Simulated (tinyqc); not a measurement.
AlGaN/GaN HEMT, charge control with polarisation charge: one step of the calculation.

A two-dimensional electron gas of density ns under a barrier. EF and the subbands are counted from the conduction-band edge of the channel at the interface. Two subbands of a triangular well with an infinite wall, parabolic band, no carriers in the barrier.

Question. New ns. F = q (eta ns + Nb)/(eps0 ec) in eV/nm; E_k = a_k (C F^2/me)^(1/3), a_0 = 2.338107, a_1 = 4.087949, C = hbar^2/(2 m0); D = me m0 q/(pi hbar^2); ns = D Vt [ln(1 + exp((EF - E_0)/Vt)) + ln(1 + exp((EF - E_1)/Vt))], which gives EF = E_0 + Vt ln{2 s/[(1 + u) + sqrt((1 + u)^2 + 4 u s)]} with s = exp(ns/(D Vt)) - 1, u = exp((E_0 - E_1)/Vt). Newton: g = ns + Nb - eps0 eb (Vg - Voff - EF)/(q d), ns(new) = ns - g/(1 + (eps0 eb/(q d)) dEF/dns), the derivative by central differences over +/- 0.01 % of ns.

Parameters, values chosen for the exercise; material values close to those of AlGaN on GaN:
```
symbol   value   unit                                         meaning
T          300      K                                     temperature
d           20     nm                               barrier thickness
me         0.2     m0                    electron mass in the channel
ec        9.39                   relative permittivity of the channel
eta        0.6         share of ns that counts in the confining field
Nb      1.6e11  cm^-2                  depletion charge of the buffer
Vg       -8.54      V                                    gate voltage
```

Constants: q = 1.602176634e-19 C, kB = 1.380649e-23 J/K, hbar = 1.054571817e-34 J s, m0 = 9.1093837015e-31 kg, Vt = kB T/q, eps0 = 8.8541878128e-14 F/cm where lengths are in cm, hbar^2/(2 m0) = 0.0380998212 eV nm^2. Results are converted to the units shown.

ns at the start = 4.1e11 cm^-2
eb = 9.1891000
Voff = -8.8109990 V

Wanted: E_0; E_1; EF; dEF/dns; ns after iteration 1.

Answer.

E_0 = 0.05302 eV
E_1 = 0.09270 eV
EF = 0.006757 eV
dEF/dns = 0.1272 eV per 1e12 cm^-2
ns after iteration 1 = 4.863e11 cm^-2

Numbers from tinyqc (`OMP_NUM_THREADS=1 python tinyqc.py 2180098 2180099 out.jsonl`; about 0.01 s on one thread of a shared Intel Xeon 2.30GHz).
